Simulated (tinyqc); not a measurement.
Single-domain magnet: Stoner-Wohlfarth switching, Neel-Arrhenius retention, LLG dynamics and spin torque: one step, computed by the program tinyqc.

The moment is uniform, with unit vector m; z is the easy axis. mu_0 = 1.25663706212e-6 T m/A, gamma = 1.76085963023e11 rad/(s T).

Question. Spin-transfer switching. For axial symmetry and a polariser along z: I_c0 = (4 e alpha/(hbar eta)) K_eff V; relaxation time tau_D = (1 + alpha^2)/(alpha gamma mu_0 H_K); thermal start angle theta_0 = 1/sqrt(2 Delta); switching time about tau_D ln(pi/(2 theta_0))/(I/I_c0 - 1); precession frequency gamma mu_0 H_K/(2 pi (1 + alpha^2)).

Inputs (values chosen for the exercise, for a model magnet):

| quantity | value | unit |
|---|---|---|
| temperature T | 358 | K |
| damping alpha | 0.041 | - |
| spin-torque efficiency eta | 0.52 | - |
| drive I/I_c0 | 4.4 | - |

Shape: thin disc, easy axis normal to it.

K_eff = 962.1760 kJ/m^3

volume V = 2150.263 nm^3

stability factor Delta = 418.5813

anisotropy field mu_0 H_K = 1.282901 T

Constants: e = 1.602176634e-19 C; hbar = 1.054571817e-34 J s.

Give: critical current I_c0; Delta/I_c0; tau_D; switching time, estimate; precession frequency.

Answer.

critical current I_c0 = 991.3 microampere

Delta/I_c0 = 0.4222 1/microampere

tau_D = 0.1082 ns

switching time, estimate = 0.1214 ns

precession frequency = 35.89 GHz

Caution: a flat cylinder has a smaller N_z than the spheroid of the same t/d, so K_eff of a real disc is larger. Caution: a domain wall can cross the element at lower cost, so the single-domain barrier is an upper bound.
